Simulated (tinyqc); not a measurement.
Plane-wave Kohn-Sham cycle with exchange-only LDA in a layered model solid, step by step. Computed by tinyqc, a small Python program that keeps every step. Settings: points = 16, plane-wave index or count = 2, electrons = 4, k points = 1, area = 18.0, mixing = 0.8, iteration cap = 54, Pulay depth = 3. Command: `OMP_NUM_THREADS=1 python tinyqc.py 20436 20437 out.jsonl` (the two numbers bound the seeds that draw the settings). One thread of a shared host (Intel(R) Xeon(R) Processor @ 2.60GHz), about 0.01 s of CPU time with the checks. Later iterations appear only in the table of the cycle.

## Iteration 1: potential

A solid whose potential varies along x alone (atomic units):
```
parameter                      value
period a                    7.200000
cross-section of the cell  18.000000
electrons per cell                 4
grid points                       16
plane waves -n..n, n               2
k points                           1
V1 in V1 cos(2 pi x/a)     -0.700000
```

density at the start, on the grid x_j = j a/N (e/bohr^3): [0.03086420, 0.03086420, 0.03086420, 0.03086420, 0.03086420, 0.03086420, 0.03086420, 0.03086420, 0.03086420, 0.03086420, 0.03086420, 0.03086420, 0.03086420, 0.03086420, 0.03086420, 0.03086420]

V_H(G) = 4 pi rho(G)/G^2 for G != 0 (uniform background); v_x = -(3 rho/pi)^(1/3); V = V_ext + V_H + v_x; Fourier components f(G_m) = (1/N) sum_j f(x_j) exp(-i G_m x_j).

Potentials on the grid (hartree):
```
x             V_ext       V_H        v_x          V
0.000000  -0.700000  0.000000  -0.308894  -1.008894
0.450000  -0.646716  0.000000  -0.308894  -0.955609
0.900000  -0.494975  0.000000  -0.308894  -0.803868
1.350000  -0.267878  0.000000  -0.308894  -0.576772
1.800000          0  0.000000  -0.308894  -0.308894
2.250000   0.267878  0.000000  -0.308894  -0.041015
2.700000   0.494975  0.000000  -0.308894   0.186081
3.150000   0.646716  0.000000  -0.308894   0.337822
3.600000   0.700000  0.000000  -0.308894   0.391106
4.050000   0.646716  0.000000  -0.308894   0.337822
4.500000   0.494975  0.000000  -0.308894   0.186081
4.950000   0.267878  0.000000  -0.308894  -0.041015
5.400000          0  0.000000  -0.308894  -0.308894
5.850000  -0.267878  0.000000  -0.308894  -0.576772
6.300000  -0.494975  0.000000  -0.308894  -0.803868
6.750000  -0.646716  0.000000  -0.308894  -0.955609
```

V(G_m), m = 0, 1, 2, ... (hartree): [-0.308894, -0.350000, 0.000000, 0.000000, 0.000000]

## Iteration 1: Hamiltonian at one k

k = 0.000000 2 pi / a

H(m,m') = (k + G_m)^2/2 delta + V(G_m - G_m'), with V(-G) = V(G).

H (hartree), order -2, -1, +0, +1, +2:
$$\begin{pmatrix}
1.214194 & -0.350000 & 0.000000 & 0.000000 & 0.000000 \\
-0.350000 & 0.071878 & -0.350000 & 0.000000 & 0.000000 \\
0.000000 & -0.350000 & -0.308894 & -0.350000 & 0.000000 \\
0.000000 & 0.000000 & -0.350000 & 0.071878 & -0.350000 \\
0.000000 & 0.000000 & 0.000000 & -0.350000 & 1.214194
\end{pmatrix}$$

## Iteration 1: levels at that k

Diagonalise the Hermitian matrix.

eigenvalues (hartree): [-0.670552, -0.026831, 0.322517, 1.312902, 1.325213]

## Iteration 1: new density

Motion across x is left out: the lowest 2 band(s) hold two electrons at each of the k points (j + 1/2)/nk - 1/2. Residual R = rho(out) - rho(in); rho(new) = rho(in) + 0.8 R. rho(out) = 2/(a A nk) sum |psi|^2 with psi = sum c exp(i G x). Harris energy E = band energy - dV sum rho (V_H/2 + v_x) + (3/4) dV sum rho v_x with rho(in), dV = a A/N, band energy = (2/nk) sum of the filled levels.

rho(out) (e/bohr^3): [0.04922586, 0.05312767, 0.05774906, 0.05185219, 0.03508251, 0.01719093, 0.00588729, 0.00128600, 0.00025000, 0.00128600, 0.00588729, 0.01719093, 0.03508251, 0.05185219, 0.05774906, 0.05312767]

density after iteration 1 (e/bohr^3): [0.04555352, 0.04867497, 0.05237209, 0.04765459, 0.03423885, 0.01992558, 0.01088267, 0.00720164, 0.00637284, 0.00720164, 0.01088267, 0.01992558, 0.03423885, 0.04765459, 0.05237209, 0.04867497]

energy per cell = -1.08587151 hartree

## Iteration 2: potential

As before.

Potentials on the grid (hartree):
```
x             V_ext        V_H        v_x          V
0.000000  -0.700000   0.376891  -0.351694  -0.674803
0.450000  -0.646716   0.357465  -0.359550  -0.648800
0.900000  -0.494975   0.292553  -0.368432  -0.570854
1.350000  -0.267878   0.174808  -0.357020  -0.450090
1.800000          0   0.016283  -0.319764  -0.303482
2.250000   0.267878  -0.150668  -0.266969  -0.149759
2.700000   0.494975  -0.290978  -0.218224  -0.014228
3.150000   0.646716  -0.381605  -0.190167   0.074944
3.600000   0.700000  -0.412605  -0.182572   0.104823
4.050000   0.646716  -0.381605  -0.190167   0.074944
4.500000   0.494975  -0.290978  -0.218224  -0.014228
4.950000   0.267878  -0.150668  -0.266969  -0.149759
5.400000          0   0.016283  -0.319764  -0.303482
5.850000  -0.267878   0.174808  -0.357020  -0.450090
6.300000  -0.494975   0.292553  -0.368432  -0.570854
6.750000  -0.646716   0.357465  -0.359550  -0.648800
```

V(G_m), m = 0, 1, 2, ... (hartree): [-0.293407, -0.195874, 0.004609, 0.000536, -0.000424]

## Iteration 2: Hamiltonian at one k

k = 0.000000 2 pi / a

As before.

H (hartree), order -2, -1, +0, +1, +2:
$$\begin{pmatrix}
1.229680 & -0.195874 & 0.004609 & 0.000536 & -0.000424 \\
-0.195874 & 0.087365 & -0.195874 & 0.004609 & 0.000536 \\
0.004609 & -0.195874 & -0.293407 & -0.195874 & 0.004609 \\
0.000536 & 0.004609 & -0.195874 & 0.087365 & -0.195874 \\
-0.000424 & 0.000536 & 0.004609 & -0.195874 & 1.229680
\end{pmatrix}$$

## Iteration 2: levels at that k

As before.

eigenvalues (hartree): [-0.442563, 0.050065, 0.206702, 1.262795, 1.263683]

## Iteration 2: new density

B (overlaps of the stored error matrices):
$$\begin{pmatrix}
7.9992232e-03 & 6.5829960e-05 \\
6.5829960e-05 & 2.4069157e-04
\end{pmatrix}$$

Motion across x is left out: the lowest 2 band(s) hold two electrons at each of the k points (j + 1/2)/nk - 1/2. Residual R = rho(out) - rho(in); rho(new) = rho(in) + 0.8 R; Pulay mixing then takes sum c_i of the stored mixed densities, with c from B_ij = sum R_i R_j as in DIIS. rho(out) = 2/(a A nk) sum |psi|^2 with psi = sum c exp(i G x). Harris energy E = band energy - dV sum rho (V_H/2 + v_x) + (3/4) dV sum rho v_x with rho(in), dV = a A/N, band energy = (2/nk) sum of the filled levels.

rho(out) (e/bohr^3): [0.04066118, 0.04462418, 0.05117461, 0.05069840, 0.04003823, 0.02453332, 0.01130231, 0.00360089, 0.00122210, 0.00360089, 0.01130231, 0.02453332, 0.04003823, 0.05069840, 0.05117461, 0.04462418]

DIIS coefficients: [0.021566, 0.978434]

density after iteration 2 (e/bohr^3): [0.04172405, 0.04550422, 0.05143477, 0.05003712, 0.03877830, 0.02353228, 0.01121114, 0.00438316, 0.00234112, 0.00438316, 0.01121114, 0.02353228, 0.03877830, 0.05003712, 0.05143477, 0.04550422]

energy per cell = -0.77490759 hartree

## Convergence

Stop when sqrt(dV sum R^2) is below 1e-8, dV = a A/N.

Course of the cycle:
```
iteration  E (hartree)  norm of the residual
1          -1.08587151              2.55e-01
2          -0.77490759              4.42e-02
3          -0.77561483              8.02e-03
4          -0.77574364              1.49e-04
5          -0.77574368              2.61e-05
6          -0.77574368              2.66e-06
7          -0.77574368              1.16e-08
8          -0.77574368              1.23e-09
```

Converged in 8 iterations. Before convergence this energy mixes input and output and is not variational, so it may rise towards its limit.
